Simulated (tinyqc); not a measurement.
Miniband width against barrier thickness: short-period [001] superlattice in sp3s* tight binding.

Planes alternate anion, cation along [001], a/4 apart; at zero in-plane momentum s, pz, s* form one block. All levels of A are shifted so that its Ev (lower root of [[Epa, Vxx], [Vxx, Epc]]) is 0, and those of B so that its Ev is -dEv. A monolayer is an anion plane and the cation plane above it; an anion between unlike cations takes the mean of the two anion levels; each bond takes the couplings of its cation. Block from an anion to the cation above: U with Vss/2 (s,s), Vsapc/2 (s,z), -Vscpa/2 (z,s), Vxx/2 (z,z), Vxapc/2 (s*,z), -Vpaxc/2 (z,s*); to the cation below: the same with the s-z and s*-z signs reversed. The cell of n + m monolayers is closed with the phase exp(2 pi i q). No spin-orbit coupling. In this block 2 (n + m) levels are filled.

For the two lowest empty levels at q = 0: energy, share of the cation weight on A, and Gamma character, the share of the cation amplitudes with Fourier index |j|/(n + m) < 1/4 along the stack (near 1: Gamma-like, near 0: folded from X).

Values chosen for the exercise (A near a published set for GaAs, B for AlAs; the results hold for these values, not for the real material): pA = (-8.349, 1.043, -2.654, 3.659, 8.59, 6.747, -6.443, 1.95, 5.088, 4.483, 5.8, 4.844, 4.812) eV (order Esa, Epa, Esc, Epc, Exa, Exc, Vss, Vxx, Vxy, Vsapc, Vscpa, Vxapc, Vpaxc); pB = (-7.535, 0.982, -1.164, 3.579, 7.483, 6.724, -6.646, 1.881, 4.283, 5.121, 5.505, 4.523, 5.004) eV (the same for B); dEv = 0.44 eV (valence offset: Ev(B) lies this far below Ev(A)); nw = 8 (monolayers of A); a = 5.65 angstrom (lattice constant, taken common; strain is left out).

nw monolayers of A and m of B; lowest empty level at q = 0 and q = 1/2. The decay constant is ln(width(4)/width(6)) over two monolayers, each a/2 thick.

Lowest miniband:
```
m  E(q = 0) (eV)  E(q = 1/2) (eV)  width (meV)  Gamma character
1         1.6219           1.8814      259.481             0.98
2         1.6755           1.8317      156.202             0.99
4         1.7242           1.7806       56.420             0.99
5         1.7357           1.7685       32.825             0.99
6         1.7420           1.7621       20.119             0.99
8         1.7484           1.7555        7.081             0.99
```

Give the missing row, m = 3.

Computed row:
```
m  E(q = 0) (eV)  E(q = 1/2) (eV)  width (meV)  Gamma character
3         1.7063           1.7986       92.285             0.99
```

decay constant = 0.1825 1/angstrom

The width falls from 259.5 to 7.08 meV, as exp(-kappa d) with kappa = 0.183 1/angstrom, which stands for the decay constant of the barrier at this energy: each monolayer costs a factor 1.67. The level at q = 0 rises by 127 meV towards that of a single well.

Program tinyqc; command `OMP_NUM_THREADS=1 python tinyqc.py 1482735 1482736 out.jsonl`; about 0.3 s on one thread of a shared Intel(R) Xeon(R) Processor @ 2.30GHz.
